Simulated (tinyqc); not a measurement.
Three-phonon processes in a diatomic chain: dispersion, energy and momentum conservation, and decay channels of optical phonons: one step, computed by the program tinyqc. Command: `OMP_NUM_THREADS=1 python tinyqc.py 3120603 3120604 out.jsonl threeph walk`. One thread of a shared host (Intel(R) Xeon(R) Processor @ 2.30GHz), about 0.05 s of CPU time with the checks.

Cell length a, two atoms, one spring constant. x = q a/pi runs from -1 to 1; A and O are the acoustic and optical branches. Matrix elements are not computed: only conservation laws and occupation factors are followed.

Problem. Band edges. omega^2 = k (1/m + 1/M) -/+ k sqrt((1/m + 1/M)^2 - 4 sin^2(pi x/2)/(m M)); nu = 15.6333042 THz x sqrt(omega^2) for eV/(angstrom^2 u). Acoustic top sqrt(2 k/M), optical bottom sqrt(2 k/m), optical top sqrt(2 k (1/m + 1/M)).

Inputs (values chosen for the exercise, for a model chain): light mass m = 31 u; heavy mass M = 141 u; spring constant k = 3 eV/angstrom^2.

Constants: nu for 1 eV/(angstrom^2 u) = 15.6333042 THz.

Give: acoustic top; optical bottom; optical top; optical top over twice the acoustic top; optical bottom over twice the acoustic top; optical width over acoustic top.

Solution.

acoustic top = 3.225 THz

optical bottom = 6.878 THz

optical top = 7.596 THz

optical top over twice the acoustic top = 1.178

optical bottom over twice the acoustic top = 1.066

optical width over acoustic top = 0.2228

The zone-centre optical phonon lies above twice the acoustic top (M/m > 3), so its decay into two acoustic phonons is forbidden; at M/m > 4 energy alone forbids it for every optical phonon.
